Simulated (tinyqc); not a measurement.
Inside a calculation. Model: single-oscillator infrared dielectric function of a polar cubic crystal. Computed by tinyqc, a small Python program that keeps every step. Command: `OMP_NUM_THREADS=1 python tinyqc.py 3027209 3027210 out.jsonl infrared walk`. One thread of a shared host (Intel(R) Xeon(R) Processor @ 2.30GHz), about 0.01 s of CPU time with the checks. Intermediate numbers are printed to about 5 digits and carried at full precision; extremes and crossings named in words are read from the listed rows.

One ion pair, charges +Z* and -Z*, in a cell of volume Omega = a^3/4. Frequencies omega are given as wavenumbers (1/cm); eps_s is the static dielectric constant.

Inputs (values chosen for the exercise, modelled on indium phosphide): lattice constant a = 5.869 angstrom; mass M_A = 114.82 u; mass M_B = 30.97 u; omega_TO = 310 1/cm; Born charge Z* = 2.64 e; eps_inf = 9.36; phonon damping gamma = 4.4 1/cm; probe frequency / omega_TO = 1.19; carrier density N = 4.3e+17 1/cm^3; carrier mass m* = 0.082 m_0; carrier mobility = 2000 cm^2/(V s).

Structure: zinc blende. Free carriers: present.

Constants: nu for 1 eV/(angstrom^2 u) = 15.6333042 THz; 1 THz = 33.35640952 1/cm; e^2/(4 pi eps_0) = 14.39964548 eV angstrom; e = 1.602176634e-19 C; eps_0 = 8.8541878128e-12 F/m; m_0 = 9.1093837015e-31 kg; c = 299792458 m/s.

## LO frequency and static constant from the Born charge

mu = M_A M_B/(M_A + M_B); ionic plasma term W^2 = 4 pi Z*^2 (e^2/(4 pi eps_0))/(Omega mu) in eV/(angstrom^2 u), turned into 1/cm by W = 15.6333042 x 33.35640952 x sqrt(W^2); omega_LO^2 = omega_TO^2 + W^2/eps_inf; eps_s = eps_inf + W^2/omega_TO^2; Szigeti charge 3 Z*/(eps_inf + 2); longitudinal (Callen) charge Z*/eps_inf.

reduced mass mu = 24.391 u

W = 527.45 1/cm

omega_LO = 354.72 1/cm

eps_s = 12.255

Szigeti charge = 0.69718 e

Callen charge = 0.28205 e

omega_LO/omega_TO = 1.144; the ions supply 24 % of eps_s.

## Plasma frequency and its damping

omega_p^2 = N e^2/(eps_0 eps_inf m*), gamma_p = e/(m* x mobility), both divided by 2 pi c (c in cm/s) to give 1/cm. m* is held constant, though in narrow-gap crystals it rises with N at high doping.

omega_p = 224.17 1/cm

gamma_p = 56.935 1/cm

## Coupled plasmon-LO modes

Without damping eps(omega) = 0 gives omega^4 - (omega_LO^2 + omega_p^2) omega^2 + omega_p^2 omega_TO^2 = 0, with roots L- and L+.

lower coupled mode L- = 184.36 1/cm

upper coupled mode L+ = 376.94 1/cm

omega_p is within a factor 2 of omega_LO; the modes mix most strongly where the two are close.

## Coupled modes against carrier density

omega_p^2 = N e^2/(eps_0 eps_inf m*), divided by 2 pi c; the limits are omega_p sqrt(eps_inf/eps_s) for L- at small N and omega_p for L+ at large N.

Frequencies (1/cm):
```
N (1/cm^3)  omega_p      L-      L+  omega_p sqrt(eps_inf/eps_s)
1.00e+16       34.2   29.84   355.1                         29.9
3.00e+16       59.2   51.57   355.9                         51.7
1.00e+17      108.1   93.38   358.9                         94.5
3.00e+17      187.2  157.32   369.0                        163.6
1.00e+18      341.9  249.47   424.8                        298.8
3.00e+18      592.1  293.91   624.5                        517.5
1.00e+19     1081.1  305.80  1095.9                        944.8
3.00e+19     1872.4  308.66  1880.6                       1636.4
```

L+ starts at 355.1 (omega_LO = 354.7) and L- ends at 308.7 (omega_TO = 310.0); neither enters the band between omega_TO and omega_LO. omega_p passes omega_LO between N = 1e18 and 3e18 per cm^3, where the modes repel each other. At the lowest N, L- is 0.999 of the plasmon screened by eps_s.

## Optical constants at the probe frequency

eps(omega) = eps_inf + W^2/(omega_TO^2 - omega^2 - i gamma omega) - eps_inf omega_p^2/(omega^2 + i gamma_p omega); n + i k = sqrt(eps) with k >= 0; R = |(n + i k - 1)/(n + i k + 1)|^2 at normal incidence from vacuum. omega is the probe ratio times omega_TO. Intensity decays over 1/(4 pi omega k); the loss function is Im(-1/eps).

omega = 368.9 1/cm

Re eps = -0.96187

Im eps = 0.80298

n = 0.38152

k = 1.0523

reflectivity R = 0.49401

penetration depth of the intensity = 2.0499 micrometre

loss function = 0.51146

Re eps is negative, yet damping holds the reflectivity well below that of a good metal.

## Spectrum around the optical phonon

The loss function is Im(-1/eps).

Spectrum:
```
omega (1/cm)     Re eps    Im eps         R  Im(-1/eps)
155             -4.0311    6.3731   0.52647     0.11207
264              13.427    1.8534   0.32915    0.010088
301              52.166    12.465   0.57947   0.0043331
310              4.6252    204.83   0.81913   0.0048795
321             -33.553    8.6167   0.92049   0.0071801
332             -14.274    2.7266   0.91158    0.012910
346             -6.1971    1.3858   0.85999    0.034365
355             -3.5502    1.0675   0.78723    0.077673
362             -2.0877   0.91305   0.68283     0.17585
376           -0.028959   0.71673   0.18819      1.3930
408              2.6371   0.48758  0.060523    0.067795
532              6.2288   0.19448   0.18322   0.0050078
887              8.3618  0.040493   0.23628  5.7912e-04
```

R peaks among these rows at 321 per cm with 0.92 and is lowest, 0.061, at 408; far above omega_LO it tends to ((sqrt(eps_inf) - 1)/(sqrt(eps_inf) + 1))^2 = 0.257. Im eps is largest at 310 and the loss function at 376; the free carriers add absorption and shift the longitudinal modes. Re eps is negative in some rows, where R averages 0.70.

Checks made by the program: Lyddane-Sachs-Teller relation eps_s/eps_inf = (omega_LO/omega_TO)^2 (relative difference below 1e-10); L- L+ = omega_p omega_TO (relative difference below 1e-10).
